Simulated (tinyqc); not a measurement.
Metal gate on a two-layer dielectric stack with fixed charge and a dipole: two steps of the calculation.

Gate, layer 2, layer 1, p-type semiconductor; x runs from the gate inwards. Charges are counted in units of +q. psi is the band bending at the surface, positive towards inversion. Classical charge, Boltzmann statistics, no interface traps.

Values chosen for this exercise; band and dielectric values close to those of In0.53Ga0.47As, layer 1 close to silicon dioxide, layer 2 close to zirconium oxide:

| symbol | value | unit | meaning |
|---|---|---|---|
| T | 300 | K | temperature |
| Eg | 0.741 | eV | band gap |
| eps_r | 14 |  | relative permittivity |
| Nc | 2.09e17 | cm^-3 | conduction-band density of states at T |
| Nv | 7.56e18 | cm^-3 | valence-band density of states at T |
| chi | 4.57 | eV | electron affinity |
| Na | 1.7e16 | cm^-3 | acceptor density |
| pM | 5.06 | eV | work function of the gate metal |
| t1 | 1.8 | nm | thickness of layer 1, next to the semiconductor |
| e1 | 4.02 |  | relative permittivity of layer 1 |
| t2 | 1.2 | nm | thickness of layer 2, next to the gate |
| e2 | 25.9 |  | relative permittivity of layer 2 |
| Q1 | 3.7e11 | cm^-2 | fixed charge at the semiconductor interface |
| Q2 | 2.2e11 | cm^-2 | fixed charge between the layers |
| r1 | 0 | cm^-3 | uniform charge density in layer 1 |
| r2 | 0 | cm^-3 | uniform charge density in layer 2 |
| Vd | 0.2 | V | flat-band shift by a dipole layer between the layers |
| ps | 0.561 | V | band bending psi of the working point |

Constants: q = 1.602176634e-19 C, kB = 1.380649e-23 J/K, Vt = kB T/q, eps0 = 8.8541878128e-14 F/cm where lengths are in cm. Results are converted to the units shown.

Question 1. Threshold voltage. ni = sqrt(Nc Nv) exp(-Eg/(2 Vt)), Eg in volts, pB = Vt ln(Na/ni), Vth = Vfb + 2 pB + sqrt(4 q eps0 eps_r Na pB)/Cox.

Vfb = 0.071705359 V
Cox = 1.7920075 uF/cm^2

Wanted: ni; pB; depletion charge; Vth.

Answer 1.

ni = 7.5025e11 cm^-3
pB = 0.25925 V
depletion charge = 0.059171 uC/cm^2
Vth = 0.62323 V

Question 2. Fields and voltage drops. EOT = 3.9 (t1/e1 + t2/e2), Cox = eps0/(t1/e1 + t2/e2); phi_ms = pM - (chi + Eg - Vt ln(Nv/Na)).

Gauss: D = -Qs just inside the semiconductor; going towards the gate subtract q Q1, then q r1 t1, q Q2 and q r2 t2. Field = D/(eps0 e); the drop over a layer is its mean field times its thickness; Vg = phi_ms + Vd + psi + both drops.

Qs = -0.067208369 uC/cm^2

Wanted: D; field; drop over layer 2; drop over layer 1; Vg.

Answer 2.

```
place                        D (uC/cm^2)  field (MV/cm)
layer 2, gate side             -0.027320      -0.011913
layer 2, inner side            -0.027320      -0.011913
layer 1, outer side             0.007928       0.022273
layer 1, semiconductor side     0.007928       0.022273
semiconductor surface           0.067208       0.054218
```

drop over layer 2 = -0.0014296 V
drop over layer 1 = 0.0040091 V
Vg = 0.67021 V

The same Vg follows from Vfb + psi - Qs/Cox. The largest field, 0.0542 MV/cm in size, is at: semiconductor surface.

Range of the model: At the working point ps the carrier density at the surface is 0.42 times the band density of states, where degeneracy and quantisation, left out here, matter.

Numbers from tinyqc (`OMP_NUM_THREADS=1 python tinyqc.py 2010090 2010091 out.jsonl`; about 0.01 s on one thread of a shared Intel Xeon 2.30GHz).
